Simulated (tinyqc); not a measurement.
# From depth x_j where C falls to C_B back to ion energy E

Model: ion implantation: universal nuclear stopping, Lindhard-Scharff electronic stopping and a Gaussian range profile. Computed by tinyqc, a small Python program. Command: `OMP_NUM_THREADS=1 python tinyqc.py 3002590 3002591 out.jsonl implant inv`. One thread of a shared host (Intel(R) Xeon(R) Processor @ 2.30GHz), about 0.2 s of CPU time with the checks.

An ion slows by elastic collisions with screened nuclei and by friction with electrons; channelling is ignored and the target is uniform.

Inputs (values chosen for the exercise, modelled on nitrogen ions in silicon): ion atomic number Z1 = 7; ion mass M1 = 14 u; target atomic number Z2 = 14; target mass M2 = 28.09 u; target density N = 49.94 1/nm^3; scale factor of electronic stopping k = 1.4; dose Q = 1.7e+14 1/cm^2; background C_B = 1.1e+16 1/cm^3.

Method:
- Reduced energy eps = 32.53 M2 E/(Z1 Z2 (M1 + M2)(Z1^0.23 + Z2^0.23)), E in keV; s_n = ln(1 + 1.1383 eps)/(2 (eps + 0.01321 eps^0.21226 + 0.19593 eps^0.5)) for eps up to 30 and ln(eps)/(2 eps) above; S_n = 8.462 Z1 Z2 M1 s_n/((M1 + M2)(Z1^0.23 + Z2^0.23)) in 1e-15 eV cm^2.
- S_e = k 3.83 Z1^(7/6) Z2/(Z1^(2/3) + Z2^(2/3))^(3/2) sqrt(E/M1) in 1e-15 eV cm^2, E in keV.
- Path length R = int_0^E dE'/(N (S_n + S_e)); energy lost to nuclei nu = int_0^E S_n/(S_n + S_e) dE' (both with E' = E y^3 and 64 Gauss-Legendre points in y).
- Estimates of Lindhard type: R_p = R/(1 + M2/(3 M1)), straggle dR_p = (2/3) R_p sqrt(M1 M2)/(M1 + M2).
- C(x) = C_p exp(-(x - R_p)^2/(2 dR_p^2)) with C_p = Q/(sqrt(2 pi) dR_p), 1 nm = 1e-7 cm; the profile falls to the background at x_j = R_p + dR_p sqrt(2 ln(C_p/C_B)); the peak atomic fraction is C_p/N.

Problem. A run gave the result below. Find the ion energy E, known to lie between 77 and 220 keV.

Depth x_j where C falls to C_B = 515.0439 nm

Solution.

Each step takes the trial c = (a f_b - b f_a)/(f_b - f_a), f being the result less the target and a, b, c the logarithms of the listed values; c replaces end b, the old b replaces a if the sign of f changed, and otherwise f_a is halved.

Scan of the range:
```
ion energy E (keV)  depth x_j where C falls to C_B (nm)
77.0                                            356.854
91.7                                            406.305
109.0                                           460.981
130.0                                           523.083
155.0                                           591.980
185.0                                           668.763
220.0                                           751.764
```

False position (Illinois rule, in the logarithm of the input) inside the bracket:
```
step    end a    end b    trial  depth x_j where C falls to C_B (nm)
1     109.000  130.000  127.069                              514.665
2     130.000  127.069  127.199                              515.041
3     130.000  127.199  127.201                              515.046
4     127.199  127.201  127.200                              515.044
```

Depth x_j where C falls to C_B rises at every point of a 13-point scan of the range (every second point is shown), so one value fits; it is bracketed by 109 and 130. Answer: ion energy E = 127.2 keV.

Caution: the estimates of R_p and dR_p assume mainly nuclear stopping and an ion not much lighter than the target; here they are rough, and for light ions in heavy targets the straggle can be low by a factor of two or more.
